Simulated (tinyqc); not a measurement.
What grading buys: minority-electron transport through the base of a bipolar transistor (Moll-Ross and Kroemer integrals). Computed by tinyqc, a small Python program. Command: `OMP_NUM_THREADS=1 python tinyqc.py 3011229 3011230 out.jsonl base walk`. One thread of a shared host (Intel(R) Xeon(R) Processor @ 2.30GHz), about 0.01 s of CPU time with the checks.

Low injection, one dimension, x from the emitter edge (0) to the collector edge (W), s = x/W. Recombination is treated as a small correction (valid for tau_B well below tau_n), computed from the stored charge.

Inputs (values chosen for the exercise, modelled on silicon):
```
quantity,value,unit
base doping at the emitter edge N_0,7.4e+18,1/cm^3
base width W,46,nm
mu_min,180,cm^2/(V s)
mu_max,1370,cm^2/(V s)
N_ref,2.1e+17,1/cm^3
saturation velocity v_s,1,1e7 cm/s
temperature T,300,K
doping ratio N_0/N(W),7.1,-
```

Base doping profile: Gaussian. Gap grading: linear. Exit of the base: saturation velocity.

Constants: k_B = 8.617333262e-05 eV/K.

Method. N(x) = N_0 (ratio)^(-s^2); n_i(x)^2 = n_i^2 exp(s dE_g/k_B T); D(x) = (k_B T/e) mu, mu = mu_min + (mu_max - mu_min)/(1 + (N/N_ref)^0.7). With y(x) = N n_i^2/(D n_i(x)^2): base Gummel number G_B = int_0^W y dx + N(W) n_i^2/(v_s n_i(W)^2); J_C = e n_i^2 exp(e V_BE/k_B T)/G_B; n(x) = (J_C/e)(n_i(x)^2/(N n_i^2)) [int_x^W y dx + the same exit term]; transit time tau_B = (e/J_C) int n dx; trapezoid rule on 401 even points.

The same base with other gradings:
```
dE_g (meV),dE_g/k_B T,G_B (s/cm^4),J_C gain,tau_B (ps),speed gain
0,0.000,2.7844e+12,1.0000,0.87393,1.0000
25,0.967,2.0234e+12,1.3761,0.70093,1.2468
50,1.934,1.5509e+12,1.7953,0.58105,1.5041
75,2.901,1.2397e+12,2.2460,0.49432,1.7679
100,3.868,1.0239e+12,2.7195,0.42923,2.0360
150,5.802,7.5006e+11,3.7123,0.33879,2.5796
200,7.736,5.8697e+11,4.7438,0.27936,3.1283
300,11.605,4.0547e+11,6.8673,0.20648,4.2325
```

What follows from these numbers?

At 100 meV J_C rises by a factor 2.72 and the transit is 2.04 times faster; at 300 meV the factors are 6.87 and 4.23. For a uniform base without exit term both tend to be linear in dE_g/k_B T, J_C as x/(1 - exp(-x)) and the speed as x/2. From 100 meV on the mean velocity W/tau_B exceeds v_s, so those speed gains are overstated.
